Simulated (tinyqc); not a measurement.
Octagonal on-chip spiral inductor, lumped pi model: two steps of the calculation.

Outer diameter do = di + 2 n wd + 2 (n - 1) sp, mean da = (do + di)/2, fill p = (do - di)/(do + di), length l = 3.314 n da. L = 2.25 mu0 n^2 da/(1 + 3.55 p), mu0 = 4 pi 1e-7 H/m. Rs = rho l/(wd delta (1 - exp(-th/delta))), delta = sqrt(rho/(pi f mu0)). Cs = n wd^2 eps0 eo/hu across the coil. At each end Cox = l wd eps0 eo/(2 ho) leads to the substrate branch Rsi = 2 rs he/(l wd) in parallel with Csi = l wd eps0 11.7/(2 he). With one end grounded Y = 1/(Rs + i w L) + i w Cs + 1/[1/(i w Cox) + 1/(1/Rsi + i w Csi)], w = 2 pi f; Q = -Im Y/Re Y. Eddy currents in neighbouring turns and in the substrate are left out.

Inputs (values chosen for the exercise); values of the order met in silicon radio-frequency processes: number of turns n = 1.5; line width wd = 6 um; space between turns sp = 1.5 um; inner diameter di = 100 um; metal thickness th = 2 um; metal resistivity rho = 2.2 uohm cm; oxide below the coil ho = 8.7 um; oxide between coil and underpass hu = 0.9 um; relative permittivity of the oxide eo = 3.9; substrate resistivity rs = 10 ohm cm; effective spreading depth in the substrate he = 30 um; frequency f = 1.7 GHz.

Constants: eps0 = 8.8541878128e-12 F/m. Results are converted to the units shown.

Task 1. Geometry and model elements. do, l, L, delta, Rs, Cs, Cox, Rsi and Csi as defined.

Give: do; l; L; delta; Rs; Cs; Cox; Rsi; Csi.

Result 1.

do = 119.5 um
l = 545.6 um
L = 0.5308 nH
delta = 1.811 um
Rs = 1.652 ohm
Cs = 2.072 fF
Cox = 6.496 fF
Rsi = 1833 ohm
Csi = 5.652 fF

Task 2. Admittance, quality factor and apparent inductance. Series branch 1/(Rs + i w L), substrate branch, total Y, Q = -Im Y/Re Y, apparent inductance Im(1/Y)/w, metal-only value w L/Rs, share of the loss in the substrate Re(substrate branch)/Re Y.

L = 0.53079835 nH
Rs = 1.6523413 ohm
Cs = 2.0718799 fF
Cox = 6.4962635 fF
Rsi = 1832.9546 ohm
Csi = 5.6517492 fF

Give: series branch; substrate branch; Y; Q; apparent inductance; w L/Rs; share of the loss in the substrate.

Result 2.

series branch = 47.38-162.57i mS
substrate branch = 0.008353+0.067403i mS
Y = 47.39-162.48i mS
Q = 3.4288
apparent inductance = 0.53103 nH
w L/Rs = 3.4313
share of the loss in the substrate = 0.017627 %

Q is 99.9 % of the metal-only value.

Computed by the program tinyqc: `OMP_NUM_THREADS=1 python tinyqc.py 2302139 2302140 out.jsonl`, one thread of a shared Intel Xeon 2.30GHz, about 0.01 s for the whole run.
